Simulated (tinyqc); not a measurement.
Index and thickness from Psi and Delta.

Problem. Air (index 1), film, substrate with N2 = n2 - i k2; time factor exp(+i w t). q_j = sqrt(N_j^2 - sin^2 th), root with positive real part. Fresnel coefficients r_s = (q_a - q_b)/(q_a + q_b), r_p = (N_b^2 q_a - N_a^2 q_b)/(N_b^2 q_a + N_a^2 q_b). tan(Psi) exp(i Delta) = R_p/R_s, Delta taken from 0 to 360 degrees. beta = 2 pi d q1/lam, X = exp(-2 i beta), R = (r01 + r12 X)/(1 + r01 r12 X) for p and s. The film is transparent, with 1.15 < n1 < 2.9 and d under half a period. Find n1, d and the period.

Inputs (values chosen for the exercise):
```
symbol   value     unit                                  meaning
lam        800       nm                               wavelength
th          70  degrees                       angle of incidence
n2       3.692                            index of the substrate
k2      0.0065           extinction coefficient of the substrate
```

Psi = 14.326224 degrees
Delta = 117.50758 degrees

Solution. Two measured angles fix two unknowns; a search from many starts finds one solution in the range given. Thicker films with d plus a multiple of the period give the same angles.

n1 = 1.46
d = 33.0 nm
period = 357 nm

Computed by the program tinyqc: `OMP_NUM_THREADS=1 python tinyqc.py 2870117 2870118 out.jsonl`, one thread of a shared Intel Xeon 2.30GHz, about 0.5 s for the whole run.
